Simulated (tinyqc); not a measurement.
Worked calculation: Stoner model of a band ferromagnet. Values are carried at full precision from step to step, so a last printed digit may differ when a step is redone from the rounded ones.

Density of states per atom and spin: flat with a rise to the top, D(e) = (M/W) [1 - sp + 4 sp (e/W + 1/2)^3]. Levels e -/+ I m/2 for up and down spin, m = n_up - n_down, n_up + n_down = nd. At zero temperature e(N) is the energy below which N states lie, and E(m) = sum over spins of integral e D de - I m^2/4.

Parameters, chosen for this exercise: W = 5.5 eV (band width, e from -W/2 to W/2); M = 5 (states per atom and spin); nd = 9.21 (electrons per atom); sp = 0.67 (shape parameter); I = 0.59 eV (Stoner parameter).

## The paramagnetic state and the Stoner criterion

Find EF from nd/2 states per spin, D(EF) and the product I D(EF); below 1 the susceptibility is enhanced by 1/(1 - I D).

EF = 2.6003 eV
D(EF) = 2.5428 1/eV
I D(EF) = 1.5002

The paramagnet is unstable.

## Energy against moment

Tabulate the splitting that the band needs, e(n_up) - e(n_down), against I m, and E(m) - E(0), at nine moments up to saturation m_max = min(nd, 2M - nd).

Energy curve:
```
m      e(n_up) (eV)  e(n_down) (eV)  difference (eV)  I m (eV)  E - E(0) (meV)
0.000        2.6003          2.6003           0.0000    0.0000             0.0
0.099        2.6196          2.5808           0.0388    0.0583            -0.5
0.198        2.6388          2.5611           0.0777    0.1165            -1.9
0.296        2.6577          2.5412           0.1165    0.1748            -4.3
0.395        2.6765          2.5211           0.1554    0.2331            -7.7
0.494        2.6951          2.5008           0.1943    0.2913           -12.0
0.593        2.7136          2.4803           0.2333    0.3496           -17.2
0.691        2.7319          2.4596           0.2723    0.4078           -23.5
0.790        2.7500          2.4386           0.3114    0.4661           -30.6
```

dE/dm is half of (difference - I m), so E falls wherever I m exceeds the difference.

## The ground state

Take the lowest of E(0), the stationary points e(n_up) - e(n_down) = I m, and saturation.

m = 0.790 muB
exchange splitting I m = 0.466 eV
E - E(0) = -30.6 meV

n_up, n_down: 5.000  4.210

The moment is saturated (a strong ferromagnet): the majority band is full.

## Checks

- States in the band over M against 1: both 1.000000.

Run: tinyqc, `OMP_NUM_THREADS=1 python tinyqc.py 1682552 1682553 out.jsonl`; Intel(R) Xeon(R) Processor @ 2.30GHz, one thread, shared host; about 0.3 s of CPU time with all checks.
